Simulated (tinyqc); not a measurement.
Worked calculation: hydrogen passivation of interface dangling bonds: competing passivation and dissociation with distributed barriers. Computed by tinyqc, a small Python program that keeps every step. Command: `OMP_NUM_THREADS=1 python tinyqc.py 3027407 3027408 out.jsonl passiv walk`. One thread of a shared host (Intel(R) Xeon(R) Processor @ 2.30GHz), about 0.02 s of CPU time with the checks. Intermediate numbers are printed to about 7 digits and carried at full precision; extremes and crossings named in words are read from the listed rows.

P_b + H2 gives P_bH + H at the rate k_f [H2]; P_bH gives P_b + H at the rate k_d. All defects start unpassivated. E_f and E_d are Gaussian and independent.

Inputs (values chosen for the exercise, close to those used for P_b centres at the silicon-oxide interface):

| quantity | value | unit |
|---|---|---|
| defect density N0 | 7e+11 | 1/cm^2 |
| passivation prefactor k_f0 | 5.9e-08 | cm^3/s |
| mean passivation barrier E_f | 1.56 | eV |
| spread sigma_f | 0.052 | eV |
| dissociation prefactor k_d0 | 2e+13 | 1/s |
| mean dissociation barrier E_d | 2.56 | eV |
| spread sigma_d | 0.12 | eV |
| H2 in the oxide per atm, solubility factor | 7.2e+17 | 1/(cm^3 atm) |
| hydrogen pressure p | 0.05 | atm |
| anneal temperature T | 525 | C |
| anneal time t | 220 | s |
| oxide thickness | 8.5 | nm |

Constants: k_B = 8.617333262e-05 eV/K; e = 1.602176634e-19 C; eps_0 = 8.8541878128e-12 F/m.

## Single barriers

[H2] = solubility factor x p; a = k_f0 [H2] exp(-E_f/(k_B T)), d = k_d0 exp(-E_d/(k_B T)). For one pair of barriers the active share is y = [d + a exp(-(a + d) t)]/(a + d). Temperatures in kelvin are T(C) + 273.15.

passivation rate a = 0.2997838 1/s

dissociation rate d = 0.001368860 1/s

a t = 65.95243

steady active share d/(a + d) = 0.004545402

active share, single barriers = 0.004545402

Passivation has run its course, and the balance with dissociation sets the remainder.

## Distributed barriers

Average y over both Gaussians with 40 x 40 Gauss-Hermite points. Active density N0 y; threshold shift if each active defect holds one charge, e N0 y t_ox/(3.9 eps_0).

active share y = 0.02103100

active density = 1.472170e+10 1/cm^2

threshold shift = 5.805959 mV

The spread changes the remainder by a factor 4.63: sigma_f/(k_B T) = 0.76 and sigma_d/(k_B T) = 1.74.

## Best anneal temperature for this time and pressure

Minimise the averaged y over T between 150 and 900 C: find where ln y is equal at T - 0.05 and T + 0.05 C; T is rounded to 0.1 C.

best temperature = 484.4 C

least active share = 0.01390858

Caution: atomic hydrogen, which both passivates and depassivates, and further passivation during cooling are left out.

## Isochronal anneals

The formulas are those given above.

Active share after the time t:

| T (C) | a (1/s) | d (1/s) | single barriers | distributed |
|---|---|---|---|---|
| 200 | 5.137424e-08 | 1.079137e-14 | 9.999887e-01 | 0.9999745 |
| 250 | 1.990017e-06 | 4.357205e-12 | 9.995623e-01 | 0.9991499 |
| 300 | 4.072709e-05 | 6.174990e-10 | 9.910801e-01 | 0.9847567 |
| 350 | 5.134793e-04 | 3.951974e-08 | 8.931820e-01 | 0.8507343 |
| 400 | 4.442799e-03 | 1.363561e-06 | 3.763608e-01 | 0.3854300 |
| 450 | 2.852331e-02 | 2.883193e-05 | 2.878557e-03 | 0.0417103 |
| 500 | 1.439775e-01 | 4.108377e-04 | 2.845366e-03 | 0.0154935 |
| 600 | 2.103354e+00 | 3.348404e-02 | 1.566990e-02 | 0.0488120 |
| 700 | 1.770843e+01 | 1.104653e+00 | 5.871726e-02 | 0.1176813 |
| 800 | 1.002324e+02 | 1.899485e+01 | 1.593164e-01 | 0.2262084 |

The distributed share is least at 500 C among these rows, 0.015, and the search puts the optimum at 484.4 C. On the cold side defects with high E_f survive; on the hot side dissociation, with the larger barrier, gains on passivation with an energy E_d - E_f = 1.00 eV. In that row single barriers give 0.0028, so the spread raises the floor.

Checks made by the program: Gauss-Hermite average against a fine uniform grid (relative difference 6e-10).
